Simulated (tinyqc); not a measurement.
Delay unit and parasitic delay from two ring oscillators.

Problem. A ring of 11 inverters oscillates at 1/(2 x 11 d), with stage delay d = tau (h + p) for fan-out h. Find tau, p and the delay at fan-out 4.

frequencies of 11-stage ring oscillators with fan-out 1 and 4 (GHz): [2.8458894, 1.3321184]

Answer. d is a straight line in h with slope tau and intercept tau p.

tau = 6.050 ps
p = 1.640
delay at fan-out 4 = 34.12 ps

Numbers from tinyqc (`OMP_NUM_THREADS=1 python tinyqc.py 2082126 2082127 out.jsonl`; about 0.01 s on one thread of a shared Intel Xeon 2.30GHz).
